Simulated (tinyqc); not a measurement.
Finite square well with mass mismatch (envelope functions): one step. How many levels are bound. Four cases, with inputs chosen for the exercise.

Question. At E = V0 the arctangent equals pi/2, so level n is bound if k0 L > (n - 1) pi with k0 = sqrt(mw V0/c). Compare with the infinitely deep well, E1(hard) = c (pi/L)^2/mw.

A square well of width L and depth V0, mass mw inside and mb outside, energies from the bottom of the well, c = hbar^2/2m0. k = sqrt(mw E/c), kappa = sqrt(mb (V0 - E)/c). psi and psi'/m are continuous at the walls (BenDaniel-Duke), so level n solves k L + 2 atan[(k/mw)/(kappa/mb)] = n pi.

Constants: hbar^2/2m0 = 3.80998211 eV angstrom^2.

Case 1.

Values chosen (near those of the light valleys of a Si film in HfO2; the results hold for these values, not for the real material):
- L = 20 angstrom (well width)
- V0 = 1.489 eV (barrier height)
- mw = 0.19 m0 (mass in the well)
- mb = 0.173 m0 (mass in the barrier)

Case 2.

Values chosen (near those of an InGaAs well in InAlAs; the results hold for these values, not for the real material):
- L = 171 angstrom (well width)
- V0 = 0.515 eV (barrier height)
- mw = 0.0414 m0 (mass in the well)
- mb = 0.0774 m0 (mass in the barrier)

Case 3.

Values chosen (near those of a GaAs well in AlGaAs; the results hold for these values, not for the real material):
- L = 39 angstrom (well width)
- V0 = 0.283 eV (barrier height)
- mw = 0.0689 m0 (mass in the well)
- mb = 0.096 m0 (mass in the barrier)

Case 4.

Values chosen (near those of the heavy valleys of a Si film in SiO2; the results hold for these values, not for the real material):
- L = 66 angstrom (well width)
- V0 = 3.125 eV (barrier height)
- mw = 0.912 m0 (mass in the well)
- mb = 0.511 m0 (mass in the barrier)

Give: k0; k0 L/pi; number of bound levels; E1(hard).

Answer.

Case 1.

k0 = 0.27250 1/angstrom
k0 L/pi = 1.7348
number of bound levels = 2
E1(hard) = 0.4948 eV

The count does not depend on mb. One more level binds at L = 23.1 angstrom.

Case 2.

k0 = 0.07481 1/angstrom
k0 L/pi = 4.0718
number of bound levels = 5
E1(hard) = 0.0311 eV

The count does not depend on mb. One more level binds at L = 210.0 angstrom.

Case 3.

k0 = 0.07154 1/angstrom
k0 L/pi = 0.8881
number of bound levels = 1
E1(hard) = 0.3588 eV

The count does not depend on mb. One more level binds at L = 43.9 angstrom.

Case 4.

k0 = 0.86489 1/angstrom
k0 L/pi = 18.1700
number of bound levels = 19
E1(hard) = 0.0095 eV

The count does not depend on mb. One more level binds at L = 69.0 angstrom.

Computed by tinyqc, one run a case: `OMP_NUM_THREADS=1 python tinyqc.py N N+1 out.jsonl` with N = 1250027, 1250517, 1250563, 1250832; one thread of a shared Intel(R) Xeon(R) Processor @ 2.30GHz, about 0.02 s a run at most.
